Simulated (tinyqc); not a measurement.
Worked calculation: finite-difference solution of the diffusion equation on a small grid. Computed by tinyqc, a small Python program that keeps every step. Command: `OMP_NUM_THREADS=1 python tinyqc.py 3010351 3010352 out.jsonl fdiff walk`. One thread of a shared host (Intel(R) Xeon(R) Processor @ 2.30GHz), about 0.01 s of CPU time with the checks. Intermediate numbers are printed to about 7 digits and carried at full precision; extremes and crossings named in words are read from the listed rows.

dC/dt = D d2C/dx2 on nodes x_j = j dx, j = 0..9; the far end is sealed.

Inputs (values chosen for the exercise): diffusivity D = 0.54 nm^2/s; grid spacing dx = 25 nm; time step dt = 3100 s; final time t_f = 31000 s; surface value C_s = 71 % of a reference.

Boundary at x = 0: fixed surface value. Scheme: Crank-Nicolson.

start values C_j, j = 0, 1, ... (% of a reference): [0, 0, 0, 0, 0, 0, 0, 0, 0, 0]

## Mesh ratio and operator

The operator M acts as (M C)_j = C_(j-1) - 2 C_j + C_(j+1); at the sealed far end a mirror node gives 2 C_(N-2) - 2 C_(N-1); at j = 0, C_0 is held at C_s from the start (row of zeros). r = D dt/dx^2.

mesh ratio r = 2.6784

operator M, rows 0, 1, 2, 3, 4, 5, 6, 7, 8, 9:
```
[[0, 0, 0, 0, 0, 0, 0, 0, 0, 0],
 [1, -2, 1, 0, 0, 0, 0, 0, 0, 0],
 [0, 1, -2, 1, 0, 0, 0, 0, 0, 0],
 [0, 0, 1, -2, 1, 0, 0, 0, 0, 0],
 [0, 0, 0, 1, -2, 1, 0, 0, 0, 0],
 [0, 0, 0, 0, 1, -2, 1, 0, 0, 0],
 [0, 0, 0, 0, 0, 1, -2, 1, 0, 0],
 [0, 0, 0, 0, 0, 0, 1, -2, 1, 0],
 [0, 0, 0, 0, 0, 0, 0, 1, -2, 1],
 [0, 0, 0, 0, 0, 0, 0, 0, 2, -2]]
```

## Amplification factors

The mode of M with eigenvalue mu has its amplitude multiplied per step by g = (1 + (1 - theta) r mu)/(1 - theta r mu), with theta = 0 explicit, 1 implicit, 1/2 Crank-Nicolson; the explicit scheme is stable for r up to 2/|mu_min|.

eigenvalues mu of M: [-3.969616, -3.732051, -3.285575, -2.684040, -2.000000, -1.315960, -0.714425, -0.267949, -0.030384, 0.000000]

factors g: [-0.683349, -0.666553, -0.629633, -0.564694, -0.456285, -0.275974, 0.022099, 0.471846, 0.921800, 1.000000]

largest stable r of the explicit scheme = 0.5038271

The smallest factor is -0.683: the shortest waves flip sign at each step while they decay.

## Time step 1

C at the start (%): [71, 0, 0, 0, 0, 0, 0, 0, 0, 0]

With r = D dt/dx^2: (1 - theta r M) C(new) = (1 + (1 - theta) r M) C(old); theta = 0 explicit, 1 implicit, 1/2 Crank-Nicolson.

C after step 1 (%): [71.00000, 61.34734, 26.50364, 11.45057, 4.94782, 2.13968, 0.92927, 0.41277, 0.20449, 0.14890]

At so large an r Crank-Nicolson steps are stable but let short waves flip sign, so sharp features can overshoot.

## Time step 2

The formulas are those given above.

C after step 2 (%): [71.00000, 48.66476, 42.05030, 27.25411, 15.70833, 8.50298, 4.45146, 2.33610, 1.34870, 1.06300]

At so large an r Crank-Nicolson steps are stable but let short waves flip sign, so sharp features can overshoot.

## All steps

The run takes n = round(t_f/dt) steps of length t_f/n. The dose is the trapezoidal sum of C dx; the error is the largest difference from exp(M D t/dx^2) C(0), the exact time evolution on the same grid.

Course of the run:
```
step  t (s)       C_1       C_5  dose (% nm)  largest error
1      3100  61.34734   2.13968      3587.75       14.22943
2      6200  48.66476   8.50298      4658.71        5.23367
3      9300  60.15034  15.50428      5769.74        3.16783
4     12400  57.35620  20.38364      6589.78        1.49625
5     15500  61.14129  24.65639      7376.64        0.97269
6     18600  60.70662  28.48933      8051.33        0.59000
7     21700  62.37777  31.83710      8684.63        0.33251
8     24800  62.61589  34.96894      9254.00        0.23350
9     27900  63.57098  37.78174      9783.42        0.12137
10    31000  63.98728  40.39834     10266.93        0.09578
```

C at the end (%): [71.00000, 63.98728, 57.40911, 50.96273, 45.32301, 40.39834, 36.40686, 33.47392, 31.67889, 31.07431]

largest error at t_f = 0.09577534 %

final dose = 10266.93 % nm

final C_5 = 40.39834 %

The time-step error at the end is 0.096 on a scale of 71.0. The dose grows as material enters from the surface.

## The three schemes as the step is halved

Each run reaches t_f in n equal steps; errors are the largest difference from exp(M D t_f/dx^2) C(0). A dash marks unstable explicit runs.

Largest error at t_f (%):
```
steps n         r   explicit  implicit  Crank-Nicolson
4        6.696000          -  2.612954    8.476234e+00
8        3.348000          -  1.428246    4.602171e-01
16       1.674000          -  0.752302    6.840462e-03
32       0.837000          -  0.385845    1.708443e-03
64       0.418500  0.2000499  0.195330    4.279192e-04
128      0.209250  0.0994429  0.098262    1.070303e-04
256      0.104625  0.0495748  0.049280    2.676072e-05
```

From the last two rows, halving the step divides the error by 2.01 (explicit), 1.99 (implicit), 4.00 (Crank-Nicolson): a factor 2 marks first order in dt and 4 second order. The explicit scheme needs n of at least 54 to be stable; the other two are stable at any step.

Checks made by the program: matrix exponential against 4096 Crank-Nicolson steps (relative difference 1e-09).
